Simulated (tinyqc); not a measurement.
Pair lines: donor-acceptor pair recombination.

h nu = Eg - ED - EA + q/(eps R), q = e^2/(4 pi eps0); shell j lies at R = a_lat sqrt(j/2) for the same sublattice and a_lat sqrt(j/2 - 5/16) for opposite ones (on the same sublattice shells 14, 30, 46, 56, 62, ... are empty, where 2j has the form 4^a (8b + 7)); rate W = W0 exp(-2R/aD) with the donor radius aD = q/(2 eps ED). Polarisation and overlap terms, which matter for close pairs, are left out.

Constants: e^2/(4 pi eps0) = 14.39964547 eV angstrom.

Parameters, chosen for this exercise (near those of impurities in cubic GaN; not measured data): a_lat = 4.5 angstrom (lattice constant); Eg = 3.309 eV (gap); ED = 22.9 meV (donor binding); EA = 129 meV (acceptor binding); eps = 9.4 (dielectric constant); W0 = 2.1 x 1e7/s (rate at zero distance); kind = same (sublattices of donor and acceptor); shells = (344, 545, 1004, 1245, 2057, 2077, 2469) (shell numbers).

Energy, rate and lifetime for each shell.

Lines:

| shell | R (angstrom) | Coulomb (meV) | h nu (eV) | step to the next shell (meV) | 1/W (microsecond) |
|---|---|---|---|---|---|
| 344 | 59.02 | 26.0 | 3.1831 | 0.038 | 1.62 |
| 545 | 74.28 | 20.6 | 3.1777 | 0.019 | 4.04 |
| 1245 | 112.27 | 13.6 | 3.1707 | 0.011 | 39.2 |
| 2057 | 144.32 | 10.6 | 3.1677 | 0.0026 | 266 |
| 2077 | 145.02 | 10.6 | 3.1677 | 0.0051 | 278 |
| 2469 | 158.11 | 9.7 | 3.1668 | 0.0020 | 608 |

Give the missing row, shell = 1004.

Computed row:
```
shell  R (angstrom)  Coulomb (meV)  h nu (eV)  step to the next shell (meV)  1/W (microsecond)
1004         100.82           15.2     3.1723                        0.0076               19.8
```

limit for distant pairs = 3.1571 eV
aD = 33.4 angstrom

The lines crowd together, on average as R^-3: the step falls from 0.038 to 0.002 meV, so distant pairs merge into a band. Close pairs emit higher and 374 times faster over this table, so the band shifts to lower energy with delay and to higher energy with stronger pumping. All these lines lie below Eg, and R/aD runs from 1.8 up.

tinyqc: `OMP_NUM_THREADS=1 python tinyqc.py 1281556 1281557 out.jsonl`; about 0.04 s, one thread, shared Intel(R) Xeon(R) Processor @ 2.30GHz.
